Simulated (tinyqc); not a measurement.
Worked calculation: space-charge-limited current through a thin insulating or semi-insulating film with traps. Computed by tinyqc, a small Python program that keeps every step. Command: `OMP_NUM_THREADS=1 python tinyqc.py 3018987 3018988 out.jsonl sclc walk`. One thread of a shared host (Intel(R) Xeon(R) Processor @ 2.30GHz), about 0.01 s of CPU time with the checks. Intermediate numbers are printed to about 6 digits and carried at full precision; extremes and crossings named in words are read from the listed rows.

One ohmic injecting contact at x = 0 (field zero), drift only, non-degenerate free carriers.

Inputs (values chosen for the exercise, modelled on semi-insulating GaN):

| quantity | value | unit |
|---|---|---|
| permittivity eps | 9.7 | - |
| band mobility mu | 230 | cm^2/(V s) |
| effective density of states N_c | 2.2e+18 | 1/cm^3 |
| trap density N_t | 4.4e+18 | 1/cm^3 |
| equilibrium Fermi level below the band edge, E_0 | 0.8 | eV |
| thickness d | 58 | nm |
| free density at the anode, in units of N_c | 1.8e-07 | - |
| temperature T | 300 | K |
| characteristic temperature T_c | 900 | K |

Traps: exponential tail.

Constants: k_B = 8.617333262e-05 eV/K; e = 1.602176634e-19 C; eps_0 = 8.8541878128e-12 F/m.

## Equilibrium and landmark voltages

Free density n_0 = N_c exp(-E_0/k_B T) in equilibrium; trapped density n_t(n) = N_t (n/N_c)^(T/T_c) (the low-temperature form). theta = n/(n + n_t) at the anode density; trap-filled-limit voltage V_TFL = e (N_t - n_t(n_0)) d^2/(2 eps eps_0).

n_0 = 79986.0 1/cm^3

n_t(n_0) = 1.45764e+14 1/cm^3

theta = 1.59396e-05

V_TFL = 13.8056 V

## One point of the curve

J = e mu n F and (eps eps_0/e) dF/dx = n - n_0 + n_t(n) - n_t(n_0) = rho(n). With F = J/(e mu n): d = (eps eps_0 J/(e^2 mu)) I_1 and V = (eps eps_0 J^2/(e^3 mu^2)) I_2, I_k = int_(n_L)^infinity dn/(n^(k+1) rho(n)), n_L the density at the anode; with u = n_L/n, 200 Gauss-Legendre points in t, u = 1 - (1 - t)^2. Anode field J/(e mu n_L); Mott-Gurney current (9/8) eps eps_0 mu V^2/d^3; ohmic current e n_0 mu V/d.

I_1 = 7.65924e-29 cm^6

I_2 = 1.10573e-40 cm^9

current density J = 0.520559 A/cm^2

voltage V = 0.118283 V

anode field over mean field V/d = 1.74921

trap-free Mott-Gurney current = 15935.4 A/cm^2

ohmic current = 6.01101e-08 A/cm^2

J is 3.27e-5 times the trap-free law and 8.66e6 times the ohmic current; theta is 1.59e-5. The field ratio is 1 for ohmic flow, 3/2 for the square law and 2 for a uniform fixed charge; here 1.75. Caution: V is below 10 k_B T/e, where diffusion from the contact, left out here, dominates.

## The whole curve

The last column is d ln J/d ln V up to the next row.

Current against voltage:

| n_L (1/cm^3) | V (V) | J (A/cm^2) | slope |
|---|---|---|---|
| 8.40e+04 | 9.86330e-05 | 6.62683e-11 | 2.16359 |
| 1.10e+06 | 1.15035e-03 | 1.34725e-08 | 3.38664 |
| 1.50e+07 | 3.47908e-03 | 5.71719e-07 | 3.75011 |
| 2.00e+08 | 8.95231e-03 | 1.97922e-05 | 3.89639 |
| 2.80e+09 | 2.22927e-02 | 6.92394e-04 | 3.95681 |
| 3.70e+10 | 5.33953e-02 | 2.19446e-02 | 3.98168 |
| 5.00e+11 | 1.27886e-01 | 7.10655e-01 | 3.99153 |
| 6.70e+12 | 3.04519e-01 | 2.26796e+01 | 3.99210 |
| 9.00e+13 | 7.25498e-01 | 7.25676e+02 | 3.97293 |
| 1.20e+15 | 1.73304e+00 | 2.30778e+04 | 3.86973 |
| 1.60e+16 | 4.26247e+00 | 7.51087e+05 | 3.48603 |
| 2.20e+17 | 1.20940e+01 | 2.84799e+07 | - |

The slope starts at 2.16, peaks at 4.0 between 0.305 and 0.725 V and ends at 3.49. Rows below 0.26 V (10 k_B T/e) are formal, since diffusion from the contact rules there. Self-heating is left out, although J V exceeds 1e5 W/cm^2 at the last row. The last rows ignore velocity saturation (mu V/d above 1e7 cm/s). An exponential tail gives the power law T_c/T + 1 = 4.00, which the middle rows approach.

Checks made by the program: trap-free limit against the Mott-Gurney law (relative difference 5e-08).
